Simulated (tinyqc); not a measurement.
Free-carrier optics of a doped semiconductor (Drude model): sweeps and comparisons. A value that a table varies takes the place of the one given here.

eps(E) = ei [1 - Ep^2/(E^2 + i E Gam)], with Ep^2 = 8 pi c (e^2/(4 pi eps0)) N/(m ei), c = hbar^2/2m0, N in 1/angstrom^3 (1e-24 per 1/cm^3); Gam = hbar/tau, tau = mu m m0/e with m0/e = 5.685630e-12 kg/C and mu in m^2/(V s). Energies in meV.

n + i k = sqrt(eps1 + i eps2) with k >= 0; R = ((n - 1)^2 + k^2)/((n + 1)^2 + k^2) at normal incidence from vacuum; alpha = 2 E k/(hbar c), times 1e8 for 1/cm; loss function Im(-1/eps) = eps2/(eps1^2 + eps2^2).

Constants: hbar^2/2m0 = 3.80998211 eV angstrom^2; e^2/(4 pi eps0) = 14.39964547 eV angstrom; hbar = 6.58211957e-16 eV s; hbar c = 1973.269805 eV angstrom.

Values chosen for the exercise (mass and dielectric values near those of Si; N and mu are free inputs; interband absorption and the rise of the mass with filling are left out; not measured data):

| symbol | value | unit | meaning |
|---|---|---|---|
| N | 8.4e+19 | 1/cm^3 | carrier density |
| m | 0.256 | m0 | conductivity mass |
| mu | 75 | cm^2/(V s) | mobility |
| ei | 11.44 |  | high-frequency dielectric constant |
| E | 341.5 | meV | photon energy |

## Reflectance across the plasma edge

Spectrum:

| E (meV) | eps1 | eps2 | R | alpha (1/cm) |
|---|---|---|---|---|
| 19.9 | -100.78 | 340.03 | 0.881 | 3.04e+04 |
| 59.7 | -51.40 | 63.47 | 0.828 | 4.94e+04 |
| 99.4 | -22.03 | 20.31 | 0.772 | 5.14e+04 |
| 139.2 | -8.22 | 8.52 | 0.654 | 4.47e+04 |
| 169.0 | -2.61 | 5.01 | 0.459 | 3.48e+04 |
| 198.9 | 0.97 | 3.18 | 0.192 | 2.19e+04 |
| 218.8 | 2.66 | 2.42 | 0.130 | 1.52e+04 |
| 248.6 | 4.53 | 1.68 | 0.148 | 9.77e+03 |
| 298.3 | 6.56 | 0.99 | 0.195 | 5.81e+03 |
| 397.7 | 8.64 | 0.42 | 0.243 | 2.91e+03 |
| 596.6 | 10.18 | 0.13 | 0.273 | 1.20e+03 |
| 994.3 | 10.98 | 0.03 | 0.288 | 420 |

Ep = 198.9 meV and Gam = 60.3 meV. R is 0.881 at the lowest energy and lowest, 0.130, at 218.8 meV of those listed; without damping it would vanish at Ep sqrt(ei/(ei - 1)) = 208.2 meV. At the highest energy R is 0.288, against 0.296 for ei alone. Between the last two rows alpha goes as E^-2.06, where the Drude limit far above Ep and Gam is E^-2.

## Free-carrier absorption and index change in the near infrared

At the wavelengths listed E = hc/lambda (hc = 1239.841984 eV nm). Approximate forms: alpha = ei Ep^2 Gam/(E^2 sqrt(ei) hbar c) and dn = -sqrt(ei) Ep^2/(2 E^2).

Free carriers:

| lambda (micrometre) | E (meV) | alpha (1/cm) | alpha, approximate | dn | dn, approximate |
|---|---|---|---|---|---|
| 1.31 | 946.4 | 465 | 456 | -0.0752 | -0.0747 |
| 1.55 | 799.9 | 656 | 639 | -0.106 | -0.105 |
| 2.00 | 619.9 | 1.11e+03 | 1.06e+03 | -0.177 | -0.174 |
| 3.00 | 413.3 | 2.66e+03 | 2.39e+03 | -0.407 | -0.392 |
| 5.00 | 248.0 | 9.85e+03 | 6.65e+03 | -1.23 | -1.09 |
| 8.00 | 155.0 | 4.00e+04 | 1.70e+04 | -2.13 | -2.78 |
| 10.60 | 117.0 | 4.93e+04 | 2.99e+04 | -1.76 | -4.89 |

At 1.55 micrometre alpha = 656 1/cm and dn = -0.106; a phase shift of pi needs a length lambda/(2 |dn|) = 7.34 micrometre, over which the loss is 2.09 dB. The approximate alpha is within 5 % up to 2 micrometre of the wavelengths listed; it needs photon energies well above both Ep and Gam, which lie at 6.2 and 20.6 micrometre. Interband and intervalley absorption are left out; with a realistic dc mobility the Drude form tends to understate the near-infrared absorption of Si.

## What moves the optical constants

At the energy E. Each row changes one parameter from the base and keeps the others.

Results:

| case | Ep (meV) | Gam (meV) | R | alpha (1/cm) |
|---|---|---|---|---|
| base | 198.87 | 60.30 | 0.2217 | 4.14e+03 |
| N = 1.26e+20 1/cm^3 | 243.56 | 60.30 | 0.1749 | 7.14e+03 |
| m = 0.3072 m0 | 181.54 | 50.25 | 0.2348 | 2.80e+03 |
| mu = 45 cm^2/(V s) | 198.87 | 100.49 | 0.2277 | 6.47e+03 |
| ei = 12.01 | 194.09 | 60.30 | 0.2347 | 4.00e+03 |
| E = 409.8 meV | 198.87 | 60.30 | 0.2462 | 2.72e+03 |

The largest shifts from the base row, up to three for each result and ties (the steps differ in size, so this ranks the rows, not the parameters). Ep (meV): N +44.69, m -17.33, ei -4.78; unchanged at the printed digits by mu and E. Gam (meV): mu +40.20, m -10.05; unchanged at the printed digits by N, ei and E. R: N -0.0468, E +0.0245, m +0.0132. alpha (1/cm): N +2.99e+03, mu +2.32e+03, E -1.43e+03.

Computed by tinyqc, a small Python program: `OMP_NUM_THREADS=1 python tinyqc.py 1680122 1680123 out.jsonl` (the numbers bound the seed that draws the inputs); one thread of a shared host (Intel(R) Xeon(R) Processor @ 2.30GHz), about 0.01 s for the whole set of steps.
